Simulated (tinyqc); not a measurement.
Bandgap voltage reference from two bipolar transistors: one step of the calculation.

Two transistors of area 1 and N carry the same current I. Is(T) = Is (T/T0)^eta exp[(Vg0 q/kB)(1/T0 - 1/T)], VBE1 = Vt ln(I/Is(T)) + I rb, VBE2 = Vt ln(I/(N Is(T))) + I rb/N. The amplifier forces I R1(T) = VBE1 - VBE2 + Vos, with R(T) = R (1 + tc (T - T0)) for both resistors, and the output is Vref = VBE1 + I R2(T). Base currents and the Early effect are neglected.

Problem. Operating point at the reference temperature. Vt = kB T/q; I = (Vt ln N + Vos)/(R1(T) - rb (1 - 1/N)). Evaluate at T = T0.

Inputs (values chosen for the exercise); values of the order met in silicon bipolar transistors: reference temperature T0 = 300 K; band-gap voltage extrapolated to 0 K Vg0 = 1.186 V; temperature exponent of the saturation current eta = 3; saturation current of the unit transistor at T0 Is = 3.2e-16 A; area ratio of the second transistor N = 4; resistor across which the difference of VBE falls, at T0 R1 = 2.5 kohm; temperature coefficient of both resistors tc = 2000 ppm/K; offset of the amplifier Vos = 0 mV; series resistance of the unit transistor rb = 14 ohm; output resistor at T0 R2 = 43.97 kohm.

Constants: q = 1.602176634e-19 C, kB = 1.380649e-23 J/K. Results are converted to the units shown.

Find: Vt; I; Is(T); VBE1; I R2; Vref.

Solution.

Vt = 0.02585 V
I = 14.40 uA
Is(T) = 3.200e-16 A
VBE1 = 0.6343 V
I R2 = 0.6330 V
Vref = 1.267 V

tinyqc, about 0.02 s, one thread, Intel Xeon 2.30GHz (shared host): `OMP_NUM_THREADS=1 python tinyqc.py 2062184 2062185 out.jsonl`
